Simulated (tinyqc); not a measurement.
MOS capacitor on an n-type substrate, surface potential from the exact charge relation: two steps of the calculation.

Uniform n-type substrate, Boltzmann statistics, full ionisation, classical densities. psi is the surface potential against the body (positive when the bands bend down) and u = -psi/Vt. Traps are spread evenly over the gap and neutral at flat band, so their charge is -q Dit psi; the minority quasi-Fermi level is shifted by Vb.

Values chosen for this exercise; band and dielectric values close to those of gallium arsenide:

| symbol | value | unit | meaning |
|---|---|---|---|
| T | 300 | K | temperature |
| Eg | 1.45 | eV | band gap |
| eps_r | 13.1 |  | relative permittivity |
| Nc | 4.44e17 | cm^-3 | conduction-band density of states at T |
| Nv | 8.86e18 | cm^-3 | valence-band density of states at T |
| chi | 4.04 | eV | electron affinity |
| N | 1.5e16 | cm^-3 | donor density of the substrate |
| eox | 3.9 |  | relative permittivity of the gate insulator (close to silicon dioxide) |
| tox | 9.4 | nm | insulator thickness |
| phiM | 4.5 | eV | gate work function |
| Nf | 0 | cm^-2 | fixed charge at the interface, in units of q |
| Dit | 0 | cm^-2 eV^-1 | density of interface traps |
| Vb | 0 | V | reverse bias of the inversion layer against the body |
| Vg | -1.74 | V | gate voltage against the body |

Constants: q = 1.602176634e-19 C, kB = 1.380649e-23 J/K, Vt = kB T/q, eps0 = 8.8541878128e-14 F/cm where lengths are in cm. Results are converted to the units shown.

Problem 1. Flat band, threshold and scales. ni = sqrt(Nc Nv) exp(-Eg/(2 Vt)), Eg in volts; phiF = Vt ln(N/ni); Cox = eps0 eox/tox; Vfb = phiM - chi - Vt ln(Nc/N) - q Nf/Cox; Q0 = sqrt(2 eps0 eps_r q N Vt); r = (ni/N)^2 exp(-Vb/Vt); VT = Vfb - [(2 phiF + Vb)(1 + q Dit/Cox) + sqrt(2 eps0 eps_r q N (2 phiF + Vb))/Cox].

Find: ni; phiF; Cox; Vfb; Q0; r; VT.

Solution 1.

ni = 1.3120e6 cm^-3
phiF = 0.59873 V
Cox = 0.36735 uF/cm^2
Vfb = 0.37242 V
Q0 = 12.005 nC/cm^2
r = 7.6508e-21
VT = -1.0474 V

Problem 2. Newton step for the surface potential. u = -psi/Vt; F^2 = exp(-u) + u - 1 + r (exp(u) - u - 1); Qs = +sign(u) Q0 F; Cs = -dQs/dpsi = (Q0/Vt) |1 - exp(-u) + r (exp(u) - 1)|/(2 F). f = Vfb + psi + (q Dit psi - Qs)/Cox - Vg, f' = 1 + (Cs + q Dit)/Cox, psi(new) = psi - f/f'.

psi after iteration 1 = -1.2718293 V
Cox = 0.36735460 uF/cm^2
Vfb = 0.37241926 V
Q0 = 12.005297 nC/cm^2
r = 7.6507899e-21

Give: u; F; Qs; Cs; f; f'; psi after iteration 2.

Solution 2.

u = 49.197
F = 8.1215
Qs = 97.501 nC/cm^2
Cs = 0.53641 uF/cm^2
f = 0.57518 V
f' = 2.4602
psi after iteration 2 = -1.5056 V

Computed by the program tinyqc: `OMP_NUM_THREADS=1 python tinyqc.py 2060041 2060042 out.jsonl`, one thread of a shared Intel Xeon 2.30GHz, about 0.01 s for the whole run.
